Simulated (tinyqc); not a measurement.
From results back to parameters: Landau levels of a parabolic two-dimensional band. Two cases, with inputs chosen for the exercise.

Problem. The amplitude of Shubnikov-de Haas oscillations carries the factor X/sinh X with X = 2 pi^2 kB T/(hbar wc), hbar wc = 2 muB B_s/m. The ratio of the amplitudes at T2 and T1 was computed from a hidden mass.

Constants: kB = 8.617333262e-05 eV/K; muB = 5.788381798e-05 eV/T.

Find: X at T1; m.

Method. The ratio (T2/T1) sinh(X1)/sinh(X1 T2/T1) falls steadily with X1, so one X1 fits; m = X1 muB B_s/(pi^2 kB T1).

Case 1.

Values chosen (out of a larger set: near those of a two-dimensional electron gas in AlAs; not measured data): T1 = 1.3 K (lower temperature); T2 = 2.3 K (higher temperature); B_s = 6.62 T (field of the oscillation).

A(T2)/A(T1) = 0.593057

Solution.

X at T1 = 1.340
m = 0.4644 m0

Case 2.

Values chosen (out of a larger set: near those of a two-dimensional electron gas in GaN; not measured data): T1 = 1.8 K (lower temperature); T2 = 3 K (higher temperature); B_s = 2.88 T (field of the oscillation).

A(T2)/A(T1) = 0.474129

Solution.

X at T1 = 1.851
m = 0.2016 m0

Computed by tinyqc, one run a case: `OMP_NUM_THREADS=1 python tinyqc.py N N+1 out.jsonl` with N = 1281248, 1281980; one thread of a shared Intel(R) Xeon(R) Processor @ 2.30GHz, about 0.02 s a run at most.
